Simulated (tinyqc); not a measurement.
Mobility of a non-polar semiconductor in the relaxation-time approximation. From one set of inputs to another, one input at a time. Computed by tinyqc, a small Python program. Command: `OMP_NUM_THREADS=1 python tinyqc.py 3017190 3017191 out.jsonl rta ladder`. One thread of a shared host (Intel(R) Xeon(R) Processor @ 2.30GHz), about 0.03 s of CPU time with the checks.

Each valley is treated as a sphere of mass m_d for states and rates, with one isotropic relaxation time; the conductivity mass m_c sets the current.

The inputs printed are set A. Inputs not listed in the table keep their values of set A, so the rows need not describe a real material.

Inputs (values chosen for the exercise, modelled on electrons in germanium):
```
quantity                                            value       unit
longitudinal mass m_l                                1.62        m_0
transverse mass m_t                                0.0807        m_0
equivalent valleys Z                                    4          -
static permittivity eps_s                              16          -
density rho                                          5323     kg/m^3
sound velocity v_l                                   5290        m/s
acoustic deformation potential D_A                     10         eV
phonon energy hbar w                                 33.1        meV
optical or intervalley deformation potential D_o      5.2  1e8 eV/cm
final valleys Z_f                                       3          -
carrier density n                                 1.2e+18     1/cm^3
compensation ratio C                                    0          -
temperature T                                         100          K
alloy fraction x                                     0.12          -
alloy potential U                                    0.49         eV
lattice constant a                                   5.67   angstrom
```

Band: parabolic. Impurity formula: Brooks-Herring. Further scattering: alloy.

Constants: k_B = 8.617333262e-05 eV/K; m_0 = 9.1093837015e-31 kg; e = 1.602176634e-19 C; hbar = 1.054571817e-34 J s; eps_0 = 8.8541878128e-12 F/m; k_B = 1.380649e-23 J/K; hbar = 6.582119569e-16 eV s.

Method:
- m_d = (m_l m_t^2)^(1/3); 1/m_c = (1/m_l + 2/m_t)/3; Hall mass factor A = 3 K_m (K_m + 2)/(2 K_m + 1)^2, K_m = m_l/m_t; N_I = n (1 + C)/(1 - C).
- Parabolic band: E = hbar^2 k^2/(2 m), speed v = hbar k/m, states per spin, volume and energy g(E) = m k/(2 pi^2 hbar^2). Here m = m_d. Masses are multiplied by m_0 and all formulas are in SI units.
- The reduced Fermi level eta = E_F/(k_B T) solves n = 2 Z int g f dE with f = 1/(1 + exp(x - eta)) (Z = 1 unless valleys are given); screening length L_s = sqrt(eps_s eps_0 k_B T/(e^2 dn/deta)), dn/deta = 2 Z int g f (1 - f) dE.
- Integrals over x = E/(k_B T) use 160 Gauss-Legendre points in u = sqrt(x) from 0 to sqrt(max(eta, 0) + 32).
- Phonon occupation N_q = 1/(exp(hbar w/(k_B T)) - 1).
- Acoustic deformation potential (elastic, equipartition, absorption and emission together): 1/tau = 2 pi k_B T D_A^2 g(E)/(hbar rho v_l^2).
- Optical or intervalley deformation potential: 1/tau = (pi Z_f D_o^2/(rho w)) [N_q g(E + hbar w) + (N_q + 1) g(E - hbar w)], with g = 0 below the band edge.
- Each optical term is multiplied by (1 - f(E'))/(1 - f(E)), E' the final energy, for Pauli blocking.
- Singly charged impurities, momentum relaxation: 1/tau = N_I e^4 m (1 + 2 alpha E) Phi/(8 pi (eps_s eps_0)^2 hbar^3 k^3), with alpha = 0 for a parabolic band.
- Brooks-Herring: Phi = ln(1 + b) - b/(1 + b), b = 4 k^2 L_s^2.
- Alloy disorder: 1/tau = (2 pi/hbar) Omega x (1 - x) U^2 g(E), Omega = a^3/4 (other conventions for Omega rescale U).
- mu = (m_d/m_c) (2 Z e/(3 n k_B T)) int g v^2 tau f (1 - f) dE.
- Averages over x are split at the emission threshold x_0 = hbar w/(k_B T): 64 Gauss-Legendre points in sqrt(x) below it and 128 in sqrt(x - x_0) above it, up to x = max(eta, 0) + 32.
- Rates are added at each energy before the average. With <y> = int g v^2 y f (1 - f) dE: Hall factor r_H = A (3 n k_B T/(2 Z m_d)) <tau^2/(1 + 2 alpha E)>/<tau>^2 (alpha = 0 for a parabolic band); Hall mobility r_H mu; |S| = (k_B/e) (<x tau>/<tau> - eta); resistivity 1/(n e mu).

Each row keeps all changes above it:
```
input moved                                                      from       to  Hall factor r_H  Seebeck coefficient |S| (microvolt/K)  ionised impurity mobility (cm^2/(V s))
set A                                                               -        -          0.81874                                 288.78                                    3422
temperature T (K)                                                 100      400          0.79947                                 434.28                                    6999
static permittivity eps_s                                          16     12.3          0.80299                                 443.12                                    4499
longitudinal mass m_l (m_0)                                      1.62     0.46          0.89417                                 403.81                                    4508
carrier density n (1/cm^3)                                    1.2e+18  2.3e+17          0.87686                                 524.65                                   14202
optical or intervalley deformation potential D_o (1e8 eV/cm)      5.2      2.2          0.88646                                 535.53                                   14202
alloy potential U (eV)                                           0.49     0.65          0.88219                                 532.26                                   14202
sound velocity v_l (m/s)                                         5290     7340          0.89290                                 539.63                                   14202
```

Where does the difference come from?

Hall factor r_H goes from 0.819 to 0.893, a factor 1.09 in all. The largest single move comes from longitudinal mass m_l (a factor 1.11), and temperature T works against it (a factor 0.9765). Seebeck coefficient |S| goes from 289 to 540, a factor 1.87 in all. The largest single move comes from temperature T (a factor 1.50), and longitudinal mass m_l works against it (a factor 0.911). Ionised impurity mobility goes from 3420 to 14200, a factor 4.15 in all. The largest single move comes from carrier density n (a factor 3.15), and static permittivity eps_s works against it (a factor 0.643). The single moves hold for this order of the switches; the total does not depend on the order.

Caution (rows set A): n is taken as given; at low temperature (in diamond even at 300 K) real dopants can freeze out, which changes n and N_I.

Extremes, crossings and ranges named in words are read from the listed rows.
